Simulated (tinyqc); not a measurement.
Comparisons within one model: averaged masses of warped heavy- and light-hole bands. A value that a table varies takes the place of the one given here.

Four-band hole energies E = c k^2 f(u), c = hbar^2/2m0, f = g1 -/+ 2 sqrt(g2^2 + 3 (g3^2 - g2^2) s), s = ux^2 uy^2 + uy^2 uz^2 + uz^2 ux^2 for the unit vector u; minus for heavy, plus for light holes; the mass along u is 1/f.

Grid: n x n midpoints in cos(theta) from 0 to 1 and phi from 0 to pi/2, equal weights. m_d = <f^(-3/2)>^(2/3). Conductivity mass for one scattering time: 1/m_c = <|w|^2 f^(-5/2)>/<f^(-3/2)> with w = grad_k(k^2 f)/(2 k), that is |w|^2 = f^2 + |angular gradient of f|^2/4.

Inputs chosen for the exercise (out of a larger set: near those of Si; not measured data):
```
symbol  value  unit  meaning
g1      4.29         Luttinger gamma1
g2      0.34         gamma2
g3      1.44         gamma3
```

## Ways to average over directions

Heavy and light m_d on grids of growing n, against n = 160; also the three-direction rule <F> = (10 F[100] + 16 F[110] + 9 F[111])/35 and the spherical masses 1/(g1 (1 -/+ mu)), mu = (6 g3 + 4 g2)/(5 g1).

Masses (m0):
```
method             heavy   light  error heavy (%)  error light (%)
grid n = 1        0.6987  0.1399            35.93            -9.87
grid n = 2        0.5283  0.1507             2.78            -2.87
grid n = 3        0.5213  0.1529             1.43            -1.46
grid n = 5        0.5164  0.1542             0.47            -0.67
grid n = 10       0.5146  0.1548             0.13            -0.24
grid n = 160      0.5140  0.1552             0.00             0.00
three directions  0.5328  0.1615             3.66             4.07
spherical         0.4367  0.1590           -15.04             2.43
[100] alone       0.2770  0.2012           -46.10            29.64
```

What does this show, and why?

The heavy mass is within 1 % from grid n = 5 on. Three directions err by +3.66 %, the spherical form by -15.04 % and [100] alone by -46.1 %; for light holes the same three err by +4.07, +2.43 and +29.6 %. The power -3/2 weights the heavy directions near [111], which a mean of f misses.

## Cyclotron masses against the field direction

For the central orbit m_cyc is the mean of 1/f(u) over the directions u normal to B (360 points on the circle). B lies in the (1-10) plane at the angle from [001]; 54.7 degrees is [111], 90 is [110].

Masses (m0):
```
angle (degrees)   heavy   light
0.0              0.4152  0.1679
15.0             0.4430  0.1621
30.0             0.5061  0.1533
45.0             0.5558  0.1479
54.7             0.5641  0.1469
70.0             0.5540  0.1492
90.0             0.5408  0.1544
```

What does this show, and why?

The heavy mass is smallest at 0 and largest at 54.7 degrees of the angles listed, a spread of 36 %; the light mass varies by 14.3 %. The orbit normal to [001] has s between 0 and 1/4, the orbit normal to [111] has s = 1/4 all round, which gives 1/(g1 - sqrt(g2^2 + 3 g3^2)) = 0.5641. This is the classical limit; low Landau levels of holes depart from it.

## Several materials

The inputs are values chosen for the exercise; n = 40; delta = (g3 - g2)/g1.

Results:
```
case            g1    g2    g3  m_d heavy  m_c heavy  m_d light  delta
A near Si     4.27  0.34  1.45      0.524      0.416     0.1553  0.260
B near InAs  19.93  8.56  9.14      0.486      0.445     0.0265  0.029
C near Ge    13.48  4.22  5.70      0.335      0.268     0.0421  0.110
D near GaSb  13.49  4.71  6.00      0.441      0.332     0.0408  0.096
E near AlAs   3.77  0.82  1.41      0.770      0.640     0.1626  0.156
F near GaAs   6.99  2.06  2.91      0.594      0.472     0.0822  0.122
```

How do the results move?

Heavy masses span a factor of 2.3 and light ones 6.1: the coupling to the conduction band adds to g1, 2 g2 and 2 g3 alike, so it cancels for heavy holes and doubles for light ones. The ratio m_c/m_d of the heavy holes is lowest for D (0.75); delta is largest for A; the heavy band feels the warping rather through (g3 - g2)/(g1 - 2 g3), which runs from 0.35 to 0.87 here and is 0.87 for the case with the lowest ratio.

## What each parameter does

n = 40. Each row changes one parameter from the base and keeps the others.

Results:
```
case        m_d heavy (m0)  m_c heavy (m0)  m_d light (m0)  m_c light (m0)
base                0.5140          0.4120          0.1552          0.1495
g1 = 4.161          0.5528          0.4319          0.1584          0.1523
g2 = 0.35           0.5145          0.4131          0.1551          0.1495
g3 = 1.483          0.5348          0.4175          0.1538          0.1478
```

What does this show?

The largest shifts from the base row, up to three for each result and ties (the steps differ in size, so this ranks the rows, not the parameters). m_d heavy (m0): g1 +0.0388, g3 +0.0208, g2 +0.0005. m_c heavy (m0): g1 +0.0199, g3 +0.0055, g2 +0.0011. m_d light (m0): g1 +0.0032, g3 -0.0014, g2 -0.0001. m_c light (m0): g1 +0.0028, g3 -0.0017; unchanged at the printed digits by g2.

Program tinyqc; command `OMP_NUM_THREADS=1 python tinyqc.py 1050829 1050830 out.jsonl`; about 0.03 s on one thread of a shared Intel(R) Xeon(R) Processor @ 2.30GHz.
